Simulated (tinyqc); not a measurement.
Worked calculation: Stillinger-Weber potential for a tetrahedral semiconductor. Computed by tinyqc, a small Python program that keeps every step. Command: `OMP_NUM_THREADS=1 python tinyqc.py 3018253 3018254 out.jsonl swsi walk`. One thread of a shared host (Intel(R) Xeon(R) Processor @ 2.30GHz), about 0.03 s of CPU time with the checks. Intermediate numbers are printed to about 6 digits and carried at full precision; extremes and crossings named in words are read from the listed rows.

With x = r/sigma: pair term eps A (B x^-4 - 1) exp(1/(x - a)); for each pair of neighbours j, k of atom i, three-body term eps lambda exp(gamma/(x_ij - a) + gamma/(x_ik - a)) (cos theta_jik + 1/3)^2; both vanish beyond x = a. A = 7.049556277, B = 0.6022245584, a = 1.8.

Inputs (values chosen for the exercise, modelled on germanium): energy scale eps = 2.044 eV; length scale sigma = 2.171 angstrom; three-body strength lambda = 33.4; gamma = 1.3; bond 1 of the trimer = 2.35 angstrom; bond 2 of the trimer = 2.29 angstrom; angle of the trimer theta = 86.2 degrees.

displacement of one atom (angstrom): [0.062, 0.11, 0.0068]

Constants: 1 eV/angstrom^3 = 160.2176634 GPa.

## A trimer

Atom 1 binds atoms 2 and 3 at the angle theta; the third side follows from the cosine rule. Sum the three pair terms and the three-body terms centred on each atom.

distance 2-3 = 3.17069 angstrom

pair terms (eV): 1-2 -2.00735, 1-3 -1.93379, 2-3 -0.65743

three-body term at atom 1 = 0.311196 eV

three-body terms at atoms 2 and 3 = 0.518097 eV

energy of the trimer = -3.76928 eV

The cut-off is 3.908 angstrom, so atoms 2 and 3 interact directly.

## The diamond lattice

All angles are tetrahedral, so only the pair term acts; its minimum lies at x = 2^(1/6) with depth eps, and second neighbours lie beyond the cut-off. a0 = 4 d/sqrt3; E = -2 eps per atom.

bond length d = 2.43687 angstrom

lattice constant a0 = 5.62770 angstrom

energy per atom = -4.088 eV

## Elastic constants and internal strain

Second derivatives of the energy per atom, volume a0^3/8: e_xx gives C11, e_xx = -e_yy gives 2 (C11 - C12), e_xy = e_yx = h/2 gives the unrelaxed C44(0). Under that shear the second sublattice shifts by u_z; minimising over u_z gives C44 = C44(0) - E_hu^2/(E_uu V) and Kleinman's zeta = |E_hu/E_uu|/(a0/4). The optical force constant is k = 4 E_uu, with M omega^2 = k at the zone centre.

C11 = 136.082 GPa

C12 = 60.8503 GPa

unrelaxed C44(0) = 94.2866 GPa

C44 = 54.1577 GPa

internal strain zeta = 0.579819

optical force constant k = 33.5416 eV/angstrom^2

Internal relaxation lowers C44 by 43 %. zeta = 1 would keep all bond lengths equal under shear and 0 would move atoms with the lattice; the value here is 0.58. Caution: the original fit to silicon is too soft in shear (C44) and too stiff for the optical mode.

## One atom displaced in the eight-atom cell

Cubic cell of side a0 with periodic images; atoms 1 to 4 at (0,0,0), (0,1/2,1/2), (1/2,0,1/2), (1/2,1/2,0), atoms 5 to 8 shifted by (1/4,1/4,1/4). Atom 5 is moved by u. Forces are minus the gradient of the total energy.

bond lengths from atom 5 to atoms 1 to 4 (angstrom): [2.54115, 2.40834, 2.46378, 2.34296]

rise of the pair energy = 0.0954896 eV

three-body energy = 0.0328301 eV

forces (eV/angstrom), rows atom 5, atom 1, atom 2, atom 3, atom 4, columns x, y, z:
$$\begin{pmatrix}
-0.98792 & -1.76911 & 0.04557 \\
0.48243 & 0.55969 & 0.37982 \\
-0.03445 & 0.33779 & 0.13315 \\
0.01017 & 0.28023 & -0.10143 \\
0.56395 & 0.65493 & -0.46250
\end{pmatrix}$$

Bond bending carries 26 % of the energy rise. The four neighbours take up a total force of 2.099 against 2.027 eV/angstrom on atom 5; the difference acts on atoms 6 to 8.

## Diamond against structures with more neighbours

Each structure is relaxed in its neighbour distance d (lowest minimum for d between sigma and 1.7 sigma), with all neighbours inside the cut-off, second shells too where they fall inside.

Energies per atom (eV):
```
structure     first neighbours  d (angstrom)      pair  three-body     total  volume (angstrom^3)
diamond                      4       2.43687  -4.08800     0.00000  -4.08800              22.2794
simple cubic                 6       2.74564  -5.10386     1.41524  -3.68862              20.6981
bcc                          8       2.91694  -5.94629     2.08668  -3.85961              19.1056
fcc                         12       3.04679  -5.86777     2.07089  -3.79688              19.9991
```

The order is diamond < bcc < fcc < simple cubic, the lowest two 0.228 eV apart. Against diamond the pair energy changes by -1.02 (simple cubic), -1.86 (bcc), -1.78 (fcc) eV, while angles away from 109.47 degrees cost 1.42, 2.09, 2.07 eV; the bonds stretch to 3.05 angstrom in fcc to weaken that penalty.

Checks made by the program: lattice sum at a0 (relative difference below 1e-10); B from the pair term alone, phi''(d)/(3 a0), against (C11 + 2 C12)/3 (relative difference 5e-07).
